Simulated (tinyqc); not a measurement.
Three-phonon processes in a diatomic chain: dispersion, energy and momentum conservation, and decay channels of optical phonons: one step, computed by the program tinyqc.

Cell length a, two atoms, one spring constant. x = q a/pi runs from -1 to 1; A and O are the acoustic and optical branches. Matrix elements are not computed: only conservation laws and occupation factors are followed.

Task: Decay of the zone-centre phonon. omega^2 = k (1/m + 1/M) -/+ k sqrt((1/m + 1/M)^2 - 4 sin^2(pi x/2)/(m M)); nu = 15.6333042 THz x sqrt(omega^2) for eV/(angstrom^2 u). O(0) -> A(x) + A(-x) needs nu_A(x) = nu_O(0)/2, which gives sin^2(pi x/2) = (3/16)(m + M)^2/(m M). Full width at half maximum Gamma = Gamma_0 (1 + 2 n), n = 1/(exp(h nu_A/(k_B T)) - 1); lifetime = 1/(2 pi c Gamma).

Inputs (values chosen for the exercise, for a model chain):

| quantity | value | unit |
|---|---|---|
| light mass m | 27 | u |
| heavy mass M | 62.6 | u |
| temperature T | 300 | K |
| zero-temperature width Gamma_0 | 2.5 | 1/cm |

optical top = 16.88290 THz

Constants: h x 1 THz = 4.135667696 meV; k_B = 8.617333262e-05 eV/K; c = 299792458 m/s.

Give: x of the products; their frequency; occupation n; width Gamma; lifetime.

Result:

x of the products = 0.7854

their frequency = 8.441 THz

occupation n = 0.3498

width Gamma = 4.249 1/cm

lifetime = 1.249 ps
